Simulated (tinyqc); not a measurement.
# Band bending at a free surface with one surface level, surface photovoltage and Kelvin probe: what changes with what

n-type bulk, xi = Ec - EF = Vt ln(Nc/Nd), p0 = ni^2/Nd, ni = sqrt(Nc Nv) exp(-Eg/(2 Vt)), Eg in volts. b is the upward band bending, u = b/Vt. Space charge per area, in units of q: Qc = sign(b) sqrt((2 eps0 eps_r Vt/q) [(Nd + dn)(exp(-u) - 1) + Nd u + (p0 + dn)(exp(u) - 1)]), with dn the excess density under light (flat quasi-Fermi levels; 0 in the dark). The level holds -Ns f, f = 1/(1 + exp((xi + b - Es)/Vt)). Neutrality: Qc + Qf + (charge of the states) = 0.

Inputs (values chosen for the exercise); band and dielectric values close to those of silicon:
- T = 350 K (temperature)
- Eg = 1.12 eV (band gap)
- eps_r = 11.8 (relative permittivity)
- Nc = 3.59e19 cm^-3 (conduction-band density of states at T)
- Nv = 3.29e19 cm^-3 (valence-band density of states at T)
- chi = 4.07 eV (electron affinity)
- Nd = 3.7e15 cm^-3 (donor density)
- Qf = 0 cm^-2 (fixed positive charge at the surface)
- pt = 5.06 eV (work function of the probe tip)
- Ns = 3e11 cm^-2 (density of an acceptor-like surface level)
- Es = 0.48 eV (its depth below the conduction edge)

Constants: q = 1.602176634e-19 C, kB = 1.380649e-23 J/K, Vt = kB T/q, eps0 = 8.8541878128e-14 F/cm where lengths are in cm. Results are converted to the units shown.

Each table varies one quantity; the others keep the values above.

## Pinning by the surface states

b solves the neutrality condition in the dark.

Result of one run:
```
Ns (cm^-2)    b (V)  xi + b (eV)  Qc (cm^-2)
5.1e11      0.24500      0.52188   1.0182e11
```

What becomes of these results when the density of an acceptor-like surface level Ns is changed from 5.1e11 to 3.9e12 cm^-2, all else the same?

Result of the changed run:
```
Ns (cm^-2)    b (V)  xi + b (eV)  Qc (cm^-2)
3.9e12      0.30827      0.58515   1.1585e11
```

The whole series:
```
Ns (cm^-2)     b (V)  xi + b (eV)  Qc (cm^-2)
2.4e10      0.031351      0.30823   2.3920e10
6.7e10       0.11361      0.39049   6.3723e10
1.8e11       0.20234      0.47922   9.1162e10
5.1e11       0.24500      0.52188   1.0182e11
1.4e12       0.27759      0.55447   1.0927e11
3.9e12       0.30827      0.58515   1.1585e11
1.1e13       0.33856      0.61544   1.2199e11
2.9e13       0.36668      0.64356   1.2744e11
8.1e13       0.39646      0.67334   1.3297e11
```

b rises from 0.0314 to 0.396 V. The level is over 95 % full (Qc near Ns - Qf) in the 1 rows with xi + b more than 3 Vt short of Es = 0.48 eV. Beyond that it empties, and between the last two rows b gains only 66.8 mV a decade.

## Photovoltage against injection

Same model as above.

Under chopped light the surface charge keeps its dark value, so b falls to bL with Qc(bL, dn) = Qc(b, 0); the photovoltage is b - bL.

Photovoltage against injection:
```
dn (cm^-3)   bL (V)  photovoltage (mV)  share of b removed (%)
3e6          0.2254           4.298e-5                1.907e-5
3.9e7        0.2254           5.587e-4                2.479e-4
5.1e8        0.2254           0.007304                0.003241
6.7e9        0.2253            0.09568                 0.04245
8.7e10       0.2242              1.198                  0.5315
1.1e12       0.2144              10.95                   4.861
1.5e13       0.1791              46.24                   20.52
1.9e14       0.1262              99.14                   43.99
2.5e15      0.06781              157.6                   69.91
3.3e16      0.02450              200.9                   89.13
```

Read the table: what changes, and by how much?

The photovoltage rises from 4.30e-5 to 201 mV, towards the full b = 225 mV. Its steepest rise is 52.2 mV a decade (Vt ln 10 = 69.4 mV), and it reaches 89.1 % of b in the last row: even strong light does not flatten the bands fully, so a saturation reading understates b. For dn = 3.3e16 the injection is high, and a Dember voltage, left out here, adds to the signal.

## Kelvin-probe contrast of the doping

Same model as above.

Work function chi + xi + b; contact potential difference CPD = (work function of the sample) - pt.

Results:
```
Nd (cm^-3)  xi (eV)    b (V)  CPD (mV)
1.3e14       0.3779   0.1881    -424.0
4.6e14       0.3398   0.2040    -446.2
1.6e15       0.3022   0.2180    -469.8
5.9e15       0.2628   0.2280    -499.2
2.1e16       0.2245   0.2205    -545.0
7.6e16       0.1857   0.1198    -684.4
9.8e17       0.1086  0.02325    -858.1
3.5e18      0.07021  0.01160    -908.2
```

Estimate the missing row, Nd = 2.7e17 cm^-3.

Computed row:
```
Nd (cm^-3)  xi (eV)    b (V)  CPD (mV)
2.7e17       0.1475  0.04996    -792.6
```

With this row back in the table: xi falls by 308 mV over the table and the CPD by 484 mV; b goes from 0.188 through a maximum of 0.228 (at Nd = 5.9e15 cm^-3 among the rows listed) to 0.0116 V. Between the first two rows the CPD follows 58.3 % of the change of xi, and between the last two 130 %. It is below 100 % where b rises with the doping (pinning hides it). It exceeds 100 % where b falls as the doping rises.

Program tinyqc, `OMP_NUM_THREADS=1 python tinyqc.py 2430063 2430064 out.jsonl`; Intel Xeon 2.30GHz, shared host, one thread, about 0.01 s.
